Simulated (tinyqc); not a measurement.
## Charge needed for a dipole step

Two sheets of opposite charge dd apart with permittivity ei give the step D = q N dd/(eps0 ei).

Inputs (values chosen for the exercise):

| symbol | value | unit | meaning |
|---|---|---|---|
| ei | 4.4 |  | relative permittivity inside the dipole layer |
| dd | 0.17 | nm | thickness of the dipole layer |

Constants: q = 1.602176634e-19 C, eps0 = 8.8541878128e-14 F/cm where lengths are in cm. Results are converted to the units shown.

Result of one run:
```
N (cm^-2),D (V),field (MV/cm),"moment (debye/nm^2, 1 D = 3.33564e-30 C m)"
6.8e12,0.04754,2.797,0.5553
```

What becomes of these results when the charge in each sheet N is changed from 6.8e12 to 1.1e14 cm^-2, all else the same?

Result of the changed run:
```
N (cm^-2),D (V),field (MV/cm),"moment (debye/nm^2, 1 D = 3.33564e-30 C m)"
1.1e14,0.7690,45.24,8.982
```

The whole series:
```
N (cm^-2),D (V),field (MV/cm),"moment (debye/nm^2, 1 D = 3.33564e-30 C m)"
1e12,0.006991,0.4113,0.08165
2.7e12,0.01888,1.110,0.2205
6.8e12,0.04754,2.797,0.5553
1.7e13,0.1189,6.991,1.388
4.5e13,0.3146,18.51,3.674
1.1e14,0.7690,45.24,8.982
2.9e14,2.027,119.3,23.68
```

D is proportional to N, 0.1 V for 1.43e13 cm^-2. The same sheet as an uncompensated charge under 1 nm of a dielectric of permittivity 3.9 would shift the flat band by 0.664 V, and that shift would grow with thickness, which a dipole step does not. For N = 1.1e14, 2.9e14 the field exceeds 20 MV/cm; it acts over one bond length, where the sheet picture is only a bookkeeping device.

Numbers from tinyqc (`OMP_NUM_THREADS=1 python tinyqc.py 2410004 2410005 out.jsonl`; about 0.01 s on one thread of a shared Intel Xeon 2.30GHz).
